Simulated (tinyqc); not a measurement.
A chain with uneven site energies and dephasing by Buettiker voltage probes: two steps of the calculation.

Sites 1 to 3 form a chain with hopping -t. Lead L joins site 1 and lead R site 3, both semi-infinite chains with hopping -t and site energy 0. Every site carries a probe with self-energy -i Gamma_p/2 that draws no net current. Linear response at zero temperature: mu_L = 1, mu_R = 0 in units of the bias.

Parameters, values chosen for the exercise:
```
symbol  value  unit                   meaning
gp      0.092    eV  probe broadening Gamma_p
```

Problem 1. Transmissions between terminals. With Gamma the broadening by one lead, T_RL = Gamma^2 |G_(3,1)|^2, T_pL = Gamma Gamma_p |G_(p,1)|^2, T_pR = Gamma Gamma_p |G_(p,3)|^2, T_pq = Gamma_p^2 |G_(p,q)|^2 for p != q.

G (1/eV):
```
                        1                       2                        3
1  0.02622295-0.25007413i  0.85060862-0.26722505i   0.48886204+0.04526660i
2  0.85060862-0.26722505i  0.65883713-0.86278208i   0.51818243-0.29800634i
3  0.48886204+0.04526660i  0.51818243-0.29800634i  -0.18129723-0.25386693i
```

Gamma = 1.3114496 eV

Give: T_RL; T_pL; T_pR; T_pq.

Solution 1.

T_RL = 0.41456

```
probe      T_pL      T_pR
1      0.007628  0.029082
2      0.095913  0.043112
3      0.029082  0.011742
```

T_pq (in units of 1e-3):
```
        1       2       3
1  0.0000  6.7284  2.0401
2  6.7284  0.0000  3.0244
3  2.0401  3.0244  0.0000
```

Problem 2. Current at both leads. In units of (2 q^2/h) times the bias, T_RL + sum_p T_pL (1 - mu_p) leaves L and T_RL + sum_p T_pR mu_p enters R.

T_RL = 0.41455637

```
probe         T_pL         T_pR        mu_p
1      0.007628274  0.029081702  0.29819712
2      0.095912695  0.043111957  0.67221142
3      0.029081702  0.011741635  0.69131788
```

Find: current leaving L; current entering R.

Solution 2.

current leaving L = 0.46033
current entering R = 0.46033

The two are equal: the probes conserve the current.

Program tinyqc, `OMP_NUM_THREADS=1 python tinyqc.py 2700109 2700110 out.jsonl`; Intel Xeon 2.30GHz, shared host, one thread, about 0.01 s.
